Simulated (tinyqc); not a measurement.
Field from the level spacing.

Inverse problem. In a triangular well E_k = a_k (C F^2/mz1)^(1/3), a_1 = 2.338107, a_2 = 4.087949, C = hbar^2/(2 m0), F in eV/nm (1 MV/cm = 0.1 eV/nm). Find F, E_1, the mean distance 2 E_1/(3 F) of the lowest level and the sheet charge eps0 eps_r F/q behind such a field.

Values chosen for this exercise:
```
symbol   value  unit                                     meaning
eps_r     13.8                             relative permittivity
mz1     0.0411    m0  mass along z of valley set A (1 valley(s))
```

Constants: q = 1.602176634e-19 C, hbar = 1.054571817e-34 J s, m0 = 9.1093837015e-31 kg, eps0 = 8.8541878128e-14 F/cm where lengths are in cm, hbar^2/(2 m0) = 0.0380998212 eV nm^2. Results are converted to the units shown.

spacing of the two lowest levels = 424.26806 meV

Solution. The spacing over a_2 - a_1 is the energy scale (C F^2/mz1)^(1/3), which gives F. For so light a mass a level this high lies where the band is no longer parabolic.

F = 1.240 MV/cm
E_1 = 566.9 meV
mean distance = 3.048 nm
sheet charge over q = 9.457e12 cm^-2

Program tinyqc, `OMP_NUM_THREADS=1 python tinyqc.py 2160162 2160163 out.jsonl`; Intel Xeon 2.30GHz, shared host, one thread, about 0.5 s.
